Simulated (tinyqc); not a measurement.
Electron mobility of a polar semiconductor by Rode's iterative solution of the Boltzmann equation. Inputs raised by 5 %, one at a time. Computed by tinyqc, a small Python program. Command: `OMP_NUM_THREADS=1 python tinyqc.py 3025328 3025329 out.jsonl rode sens`. One thread of a shared host (Intel(R) Xeon(R) Processor @ 2.30GHz), about 0.03 s of CPU time with the checks.

The distribution is f(E) + e F l(E) (-df/dE) cos(theta) for a weak field F, theta counted from the force; l(E) is a mean free path. Elastic processes enter by their momentum rate, polar optical phonons by out- and in-scattering terms. One valley only: where upper valleys lie close, measured mobilities are lower. The density n is prescribed, even where a narrow-gap material would have more intrinsic carriers.

Inputs (values chosen for the exercise, modelled on GaSb): effective mass m = 0.0399 m_0; non-parabolicity alpha = 1.2 1/eV; static permittivity eps_s = 15.7; high-frequency permittivity eps_inf = 14.4; density rho = 5610 kg/m^3; sound velocity v_l = 4130 m/s; acoustic deformation potential D_A = 7.5 eV; optical phonon energy hbar w = 29.6 meV; piezoelectric coupling K = 0.035; electron density n = 3.6e+15 1/cm^3; compensation ratio C = 0; temperature T = 400 K; grid points per phonon energy s = 6; iteration cap = 200.

Band: Kane. Elastic processes: acoustic, piezoelectric, impurity.

Constants: k_B = 8.617333262e-05 eV/K; m_0 = 9.1093837015e-31 kg; e = 1.602176634e-19 C; hbar = 1.054571817e-34 J s; eps_0 = 8.8541878128e-12 F/m; k_B = 1.380649e-23 J/K; hbar = 6.582119569e-16 eV s.

Method:
- Kane band: hbar^2 k^2/(2 m) = E (1 + alpha E), speed v = hbar k/(m (1 + 2 alpha E)), states per spin, volume and energy g(E) = m k (1 + 2 alpha E)/(2 pi^2 hbar^2); overlap factors are set to 1. Masses are multiplied by m_0 and all formulas are in SI units.
- The reduced Fermi level eta = E_F/(k_B T) solves n = 2 Z int g f dE with f = 1/(1 + exp(x - eta)) (Z = 1 unless valleys are given); screening length L_s = sqrt(eps_s eps_0 k_B T/(e^2 dn/deta)), dn/deta = 2 Z int g f (1 - f) dE.
- Integrals over x = E/(k_B T) use 160 Gauss-Legendre points in u = sqrt(x) from 0 to sqrt(max(eta, 0) + 32).
- N_I = n (1 + C)/(1 - C).
- Phonon occupation N_q = 1/(exp(hbar w/(k_B T)) - 1).
- Acoustic deformation potential (elastic, equipartition, absorption and emission together): 1/tau = 2 pi k_B T D_A^2 g(E)/(hbar rho v_l^2).
- Piezoelectric (elastic, unscreened, momentum relaxation): 1/tau = e^2 K^2 k_B T m (1 + 2 alpha E)/(2 pi eps_s eps_0 hbar^3 k), with alpha = 0 for a parabolic band.
- Singly charged impurities, momentum relaxation: 1/tau = N_I e^4 m (1 + 2 alpha E) Phi/(8 pi (eps_s eps_0)^2 hbar^3 k^3), with alpha = 0 for a parabolic band.
- Brooks-Herring: Phi = ln(1 + b) - b/(1 + b), b = 4 k^2 L_s^2.
- Polar optical, unscreened: W = e^2 w (1/eps_inf - 1/eps_s) m (1 + 2 alpha E') ln|(k + k')/(k - k')| / (4 pi eps_0 hbar^2 k), times N_q for absorption (E' = E + hbar w) and N_q + 1 for emission (E' = E - hbar w > 0), with alpha = 0 for a parabolic band; mean cosine of the angle <cos> = (k^2 + k'^2)/(2 k k') - 1/ln|(k + k')/(k - k')|.
- Energy grid E_j = (j + 1/2) hbar w/s, j = 0, 1, ..., up to (max(eta, 0) + 18) k_B T, so that E_j +/- hbar w are grid points; l = 0 beyond the grid; integrals are sums times the spacing.
- With f' = f(E'): out-scattering S_o = sum over absorption and emission of W (1 - f')/(1 - f); nu = sum of elastic rates; the in-scattering weights are c+ = W_abs <cos> (1 - f')/(1 - f) for E' = E + hbar w and c- likewise for emission.
- Iteration: l_new(E) = [v(E) + c+ l(E + hbar w) + c- l(E - hbar w)]/(nu + S_o), from l = 0.
- mu = e sum g v l f (1 - f) / (3 k_B T sum g f) over the grid; stop when mu changes by less than 1e-8 of itself.
- Self-energy RTA: l = v/(nu + S_o), the first iteration. Momentum RTA: l = v/(nu + S_o - c+ v(E + hbar w)/v - c- v(E - hbar w)/v), listed only where the denominator is positive on the whole grid. The polar-only value solves the same system with nu = 0; the elastic value takes l = v/nu.

Runs; columns: (1) input moved; (2) from; (3) to; (4) mobility mu (cm^2/(V s)); (5) polar-phonon mobility (cm^2/(V s)); (6) elastic mobility (cm^2/(V s)); (7) self-energy RTA mobility (cm^2/(V s)):
```
(1)                                          (2)       (3)    (4)    (5)    (6)    (7)
base run                                       -         -  18025  23342  90721   9505
effective mass m (m_0)                    0.0399  0.041895  16671  21695  82095   8819
high-frequency permittivity eps_inf         14.4     15.12  32851  54934  90721  19257
acoustic deformation potential D_A (eV)      7.5     7.875  17759  23342  84535   9437
optical phonon energy hbar w (meV)          29.6     31.08  18341  23878  90701   9860
electron density n (1/cm^3)              3.6e+15  3.78e+15  17982  23341  89930   9487
temperature T (K)                            400       420  17027  22026  85490   8845
non-parabolicity alpha (1/eV)                1.2      1.26  17777  23038  89218   9387
```

Exponents ln(y'/y) / ln(x'/x):
```
input                                mobility mu  polar-phonon mobility  elastic mobility  self-energy RTA mobility
effective mass m                          -1.602                 -1.499            -2.048                    -1.535
high-frequency permittivity eps_inf       12.301                 17.542             0.000                    14.472
acoustic deformation potential D_A        -0.305                  0.000            -1.448                    -0.148
optical phonon energy hbar w               0.356                  0.466            -0.005                     0.752
electron density n                        -0.049                 -0.001            -0.180                    -0.038
temperature T                             -1.167                 -1.189            -1.217                    -1.476
non-parabolicity alpha                    -0.284                 -0.269            -0.342                    -0.256
```

Among the inputs moved here: mobility mu answers most in size to high-frequency permittivity eps_inf (exponent +12.301), next to effective mass m (-1.602). Polar-phonon mobility answers most in size to high-frequency permittivity eps_inf (exponent +17.542), next to effective mass m (-1.499); its exponent is below 0.0005 for acoustic deformation potential D_A. Its exponent -1.499 in effective mass m: the polar rate grows as m^(1/2) and mu = e tau/m. Its exponent -0.001 in electron density n: unscreened polar scattering of a classical gas does not depend on n. Elastic mobility answers most in size to effective mass m (exponent -2.048), next to acoustic deformation potential D_A (-1.448); its exponent is below 0.0005 for high-frequency permittivity eps_inf. Self-energy RTA mobility answers most in size to high-frequency permittivity eps_inf (exponent +14.472), next to effective mass m (-1.535).
